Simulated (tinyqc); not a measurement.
# Trap density from the leakage

Inverse problem. Trap-assisted leakage is J = q Nt times the integral over x of the rate through one trap. Find Nt, the areal density Nt t and the mean in-plane spacing (Nt t)^(-1/2).

Parameters, values chosen for the exercise: thickness t = 5.2 nm.

Constants: q = 1.602176634e-19 C. Results are converted to the units shown.

J = 6.2777136e-8 A/cm^2
integral of the rate over x = 1.9591203 nm/s

Solution. J is proportional to Nt.

Nt = 2.00e18 cm^-3
Nt t = 1.04e12 cm^-2
in-plane spacing = 9.81 nm

Computed by the program tinyqc: `OMP_NUM_THREADS=1 python tinyqc.py 2370008 2370009 out.jsonl`, one thread of a shared Intel Xeon 2.30GHz, about 0.04 s for the whole run.
